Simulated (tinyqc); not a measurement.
What each parameter does: k.p values derived from sp3s* tight binding at Gamma.

At Gamma the states are two-level mixtures: s-like S+ (upper) and S- (lower) from [[Esa, Vss], [Vss, Esc]], p-like P- (valence) and P+ from [[Epa, Vxx], [Vxx, Epc]], and the bare s* levels. With real k in 1/angstrom and kz = 0, the phase sums over the four bonds are g0 = 1 - (a k/4)^2/2, g1 = i a kx/4, g3 = -(a/4)^2 kx ky to second order. Each mixture is written (anion, cation) with the anion part positive. c = hbar^2/2m0. No spin-orbit coupling.

Recipe: P = (a/4)(sa pc Vsapc + sc pa Vscpa) between an s and a p state ((a/4) pc Vxapc and (a/4) pa Vpaxc for s*), Ep = P^2/c for S+ to P-; m0/m = [-(a/4)^2 sa sc Vss + sum P^2/(E(S+) - E(P))]/c; L = d0 + F, M = d0 + H1, N = dN + F + H1 with d0 = -(a/4)^2 pa pc Vxx, dN = -2 (a/4)^2 pa pc Vxy, F = sum P^2/(E(P-) - E(s)) over the four s-like states, H1 = Q^2/(E(P-) - E(P+)), Q = (a/4) Vxy (pa p'c - pc p'a); g1 = -(L + 2M)/(3c), g2 = -(L - M)/(6c), g3 = -N/(6c).

Constants: hbar^2/2m0 = 3.80998211 eV angstrom^2.

Values chosen for the exercise (near a published set for GaP, fitted to gaps, whose masses and valley positions are rough; shifted at random, so the results belong to these values and not to a real crystal):
- a = 5.45 angstrom (lattice constant)
- Esa = -8.141 eV (s level of the anion)
- Epa = 1.13 eV (p level of the anion)
- Esc = -2.207 eV (s level of the cation)
- Epc = 4.135 eV (p level of the cation)
- Exa = 8.506 eV (s* level of the anion)
- Exc = 7.204 eV (s* level of the cation)
- Vss = -7.456 eV (s-s)
- Vxx = 2.157 eV (px-px)
- Vxy = 5.13 eV (px-py)
- Vsapc = 4.295 eV (s anion, p cation)
- Vscpa = 6.303 eV (s cation, p anion)
- Vxapc = 4.674 eV (s* anion, p cation)
- Vpaxc = 5.088 eV (p anion, s* cation)

The recipe applied anew.

One parameter was then changed.

Results before and after:
```
case     EG (eV)  Ep (eV)  m (m0)     g1     g2     g3
base      2.8469   16.052  0.2541  3.595  0.794  1.265
changed   2.8797   16.032  0.2595  3.589  0.774  1.253
```

Which of these changes was made? (a) Exa = 8.656 eV; (b) Vxy = 4.98 eV; (c) Esc = -2.057 eV; (d) Vxx = 2.007 eV; (e) Vscpa = 6.153 eV; (f) Epc = 3.985 eV; (g) Vss = -7.306 eV.

Answer: (f) Epc = 3.985 eV. Of the candidates, run in turn, only this one gives the changed row.

All candidates:
```
case              EG (eV)  Ep (eV)  m (m0)     g1     g2     g3
base               2.8469   16.052  0.2541  3.595  0.794  1.265
Exa = 8.656 eV     2.8469   16.052  0.2541  3.594  0.793  1.264
Esc = -2.057 eV    2.9499   16.088  0.2664  3.534  0.763  1.234
Vxx = 2.007 eV     2.7253   16.074  0.2379  3.809  0.822  1.341
Vscpa = 6.153 eV   2.8469   15.443  0.2683  3.527  0.759  1.231
Vxy = 4.98 eV      2.8469   16.052  0.2541  3.502  0.817  1.251
Epc = 3.985 eV     2.8797   16.032  0.2595  3.589  0.774  1.253
Vss = -7.306 eV    2.7077   16.081  0.2340  3.696  0.844  1.315
```

Exa acts through the s* states, which enter F alone and leave EG, Ep and m.

(tinyqc, `OMP_NUM_THREADS=1 python tinyqc.py 1450659 1450660 out.jsonl`, Intel(R) Xeon(R) Processor @ 2.30GHz, 1 thread, shared host, about 0.01 s.)
